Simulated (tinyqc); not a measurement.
Valley splitting plane by plane: thin (001) film in sp3s* tight binding with raised dangling bonds.

Planes alternate anion (a), cation (c) along [001], a/4 apart, starting with an anion; zero in-plane momentum; levels counted from the bulk Ev, the lower root of [[Epa, Vxx], [Vxx, Epc]]; no spin-orbit coupling. Block of s, pz, s*: from an anion to the cation above, Vss/2 (s,s), Vsapc/2 (s,z), -Vscpa/2 (z,s), Vxx/2 (z,z), Vxapc/2 (s*,z), -Vpaxc/2 (z,s*); to the cation below the same with the s-z and s*-z signs reversed. Block of u = (px + py)/sqrt2 and v = (px - py)/sqrt2: to the cation above (Vxx + Vxy)/2 for u and (Vxx - Vxy)/2 for v, to the cation below the reverse. Each surface atom has two dangling sp3 hybrids; raising both by dl adds (dl/2) [[1, t], [t, 1]] to its s, pz levels (t = -1 at the bottom face, +1 at the top) and dl to the one of u, v in whose plane the missing bonds lie (v for a bottom anion or a top cation, u for a top anion).

Values chosen for the exercise (out of a larger set: near a published set for Si, fitted to gaps, whose masses and valley positions are rough; not measured data):
```
symbol  value                                                                                           unit  meaning
p       (-4.239, 1.701, -4.239, 1.701, 6.734, 6.734, -8.351, 1.729, 4.532, 5.768, 5.768, 5.424, 5.424)  eV    order Esa, Epa, Esc, Epc, Exa, Exc, Vss, Vxx, Vxy, Vsapc, Vscpa, Vxapc, Vpaxc
dp      30                                                                                              eV    value of dl for the passivated films
N0      15                                                                                                    first number of planes
```

edges (eV): Gamma 3.45800, Delta 1.18616

kz of the minimum = 0.73069 2 pi/a

Ten passivated films from N0 planes on; the phase is N pi k0/2 modulo pi, k0 the position of the bulk minimum.

Lowest doublet:
```
N   phase/pi  mean shift (meV)  splitting (meV)
15     0.480            107.92            6.498
16     0.846             95.82            9.873
17     0.211             85.63           11.467
18     0.576             76.65            0.938
19     0.942             69.37            7.699
20     0.307             62.91            6.173
21     0.672             57.24            1.364
22     0.038             52.50            5.691
23     0.403             48.15            3.063
24     0.768             44.38            2.196
```

How do the results move, and what explains it?

The splitting ranges from 0.94 meV (N = 18) to 11.47 meV (N = 17), while the mean shift goes from 108 to 44 meV and falls steadily. The splitting changes direction 5 times in these ten films, and one plane more changes it by up to 10.53 meV: it hangs on the phase between the two faces, which is why atomic steps matter.

Run: tinyqc, `OMP_NUM_THREADS=1 python tinyqc.py 1450264 1450265 out.jsonl`; Intel(R) Xeon(R) Processor @ 2.30GHz, one thread, shared host; about 0.5 s of CPU time with all checks.
